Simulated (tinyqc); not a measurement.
## Gain of the pnp from the holding current

Problem. On state with both base-emitter voltages at Von: npn base current Ib = (Von/Rs + bp Von/Rw)/(bn bp - 1), holding current Ih = (bn + 1) Ib + Von/Rs. Find bp.

Values chosen for this exercise:
- bn = 16.1 (current gain of the npn)
- Rs = 860 ohm (substrate resistance shunting the npn)
- Rw = 2800 ohm (well resistance shunting the pnp)
- Von = 0.68 V (base-emitter voltage in the on state)

Ih = 1.2031801 mA

Answer. Ih gives Ib, and Ib (bn bp - 1) = Von/Rs + bp Von/Rw is linear in bp.

bp = 5.60

Program tinyqc, `OMP_NUM_THREADS=1 python tinyqc.py 2670112 2670113 out.jsonl`; Intel Xeon 2.30GHz, shared host, one thread, about 0.09 s.
